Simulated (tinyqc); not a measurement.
Deformation potentials from a strained empirical pseudopotential, step by step. Values are carried at full precision from step to step, so a last printed digit may differ when a step is redone from the rounded ones.

Diamond lattice, no spin-orbit coupling. Atomic form factor V(q) = a1 (q^2 - a2)/(a3 exp(a4 q^2) - 1) in rydberg with q in 1/bohr, for the unstrained cell. Under a strain e the reciprocal vectors and k go over into (1 + e)^(-1) G, the atoms sit at +/- tau with tau = (1 + e) a (1,1,1)/8 - zeta a (eyz, ezx, exy)/4, and H(G,G') = c |k + G|^2 delta + (V(q)/det(1 + e)) cos(q.tau), q = G - G', with the term q = 0 left out; c = hbar^2/2m0. The basis is fixed before straining: all G with |k + G|^2 up to 16 (2 pi/a)^2. k is given in units of 2 pi/a of the unstrained cell.

Constants: a0 (Bohr radius) = 0.5291772105 angstrom; hbar^2/2m0 = 3.80998211 eV angstrom^2; Ry = 13.60569312 eV.

Values chosen for the exercise (a germanium-sized cell with gaps well above those of Ge; the results hold for these values, not for the real material):
- a = 5.659 angstrom (lattice constant)
- A = (0.397, 2.442, 2.052, 0.459) (a1 (Ry bohr^2), a2 (1/bohr^2), a3, a4 (bohr^2))
- h = 0.004 (size of the test strain)
- kD = 0.82 2 pi/a (position of the Delta minimum)
- zeta = 0.53 (internal-strain parameter)

## Form factors, unstrained and under a volume change

q^2 = n (2 pi/a)^2 a0^2 for the shells n = 3, 8, 11; for e = h 1, q^2 is divided by (1 + h)^2 and V by (1 + h)^3. Last column: the change divided by the relative change of volume, (1 + h)^3 - 1.

Form factors:

| n | q^2 (1/bohr^2) | V (Ry) | V expanded (Ry) | dV/(dVol/Vol) (Ry) |
|---|---|---|---|---|
| 3 | 1.03563 | -0.24267 | -0.24249 | 0.0143 |
| 8 | 2.76168 | 0.02018 | 0.01879 | -0.1155 |
| 11 | 3.79730 | 0.05017 | 0.04920 | -0.0798 |

## Gaps under a volume change

e = -h 1, 0, +h 1; gaps from the valence top to the s-like level at Gamma (level 5), and to level 5 at (kD,0,0) and (1/2,1/2,1/2).

Gaps (eV):

| gap | e = -h | e = 0 | e = +h |
|---|---|---|---|
| Gamma, s-like | 1.56270 | 1.45575 | 1.34951 |
| Delta | 1.27854 | 1.28919 | 1.29876 |
| L | 1.13819 | 1.10365 | 1.06885 |

## Hydrostatic deformation potentials

a = [E(+h) - E(-h)]/(3 ln((1 + h)/(1 - h))).

a of the gaps to Gamma, Delta, L (eV): -8.88  0.84  -2.89

Compression opens the Gamma gap, opens the L gap and closes the Delta gap. Only differences are defined here: the absolute shifts depend on the mean potential, which this model leaves out.

## Tetragonal strain

e = diag(-h/2, -h/2, h). Level 5 at (kD,0,0) and (0,0,kD), and levels 2 to 4 at Gamma, all from the mean of the three valence levels.

Delta x, Delta z (eV): 1.27373  1.32005

valence levels (eV): -0.03598  0.01799  0.01799

## Xu of the Delta valleys and b

For e = diag(-h/2, -h/2, h): E(Delta z) - E(Delta x) = Xu (ezz - exx), and without spin-orbit coupling E(Z) - E(X, Y) = 3 b (ezz - exx); Z is the single level, X and Y the pair.

Xu = 7.72 eV
b = -3.00 eV

Stretching along z raises the valleys on the z axis and lowers the Z valence state. One-sided differences carry an error of order h. A local potential fitted to band energies alone fixes these slopes only roughly; b tends to come out too large and Xu of L too small.

## Trigonal strain

exy = eyz = ezx = h, with the internal displacement. Level 5 at (1/2,1/2,1/2) and (1/2,-1/2,-1/2), and levels 2 to 4 at Gamma, from the mean of the three valence levels.

L [111], L [1-1-1] (eV): 1.19366  1.07311

valence levels (eV): -0.04453  0.02227  0.02227

## Xu of the L valleys and d

For the tensor strain exy = eyz = ezx = h: E(L [111]) - E(L [1-1-1]) = (8/3) Xu h, and E(single valence level) - E(pair) = 3 sqrt(3) d h. Find Xu and d.

Xu (L) = 11.30 eV
d = -3.21 eV

## Checks

- Level 5 at (kD,0,0) and (0,kD,0) under the tetragonal strain (eV): both 10.4157.

Run: tinyqc, `OMP_NUM_THREADS=1 python tinyqc.py 1880887 1880888 out.jsonl`; Intel(R) Xeon(R) Processor @ 2.30GHz, one thread, shared host; about 0.2 s of CPU time with all checks.
